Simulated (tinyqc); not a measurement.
Read current of a NAND string, cells in series solved by shooting: one step of the calculation.

Cells in series, numbered from 0 at the source line (0 V) to the bit line, each followed by a gap resistance Rg. A cell with gate Vg, threshold VT, source Vs and drain Vd passes I = 2 nf K Vt^2 [F(Vs) - F(Vd)]/(1 + th max(Vg - VT, 0)), F(V) = ln^2(1 + exp((Vg - VT - nf V)/(2 nf Vt))). The selected cell has Vg = Vr, the others Vg = Vp.

Problem. Node voltages for a trial current. For a trial current I start at 0 V and, cell by cell (the selected one is cell 2), solve for the drain: sqrt(F(Vd)) = sqrt(F(Vs) - I/k), k = 2 nf K Vt^2/(1 + th max(Vg - VT, 0)), Vd = [Vg - VT - 2 nf Vt ln(exp(sqrt F) - 1)]/nf, then add I Rg.

Parameters, values chosen for the exercise; values of the order met in vertical NAND strings: temperature T = 358 K; gain factor of a cell K = 16 uA/V^2; slope factor nf = 2.1; mobility reduction factor th = 0.1 1/V; resistance of the gap between cells Rg = 6.8 kohm; bit-line voltage Vbl = 0.3 V; pass voltage Vp = 7.1 V; read voltage on the selected word line Vr = 1.87 V.

Constants: q = 1.602176634e-19 C, kB = 1.380649e-23 J/K, Vt = kB T/q. Results are converted to the units shown.

first trial current = 0.64 uA
thresholds from the source end, cell 0 to 3 (V): [3.6, -1, 1.1, -1]

Wanted: node voltage after each cell and gap, trial 1.

Solution.

node voltage after each cell and gap, trial 1, cell 0 to 3 (V): [0.01985, 0.03320, 0.1066, 0.1202]

tinyqc, about 0.8 s, one thread, Intel Xeon 2.30GHz (shared host): `OMP_NUM_THREADS=1 python tinyqc.py 2142083 2142084 out.jsonl`
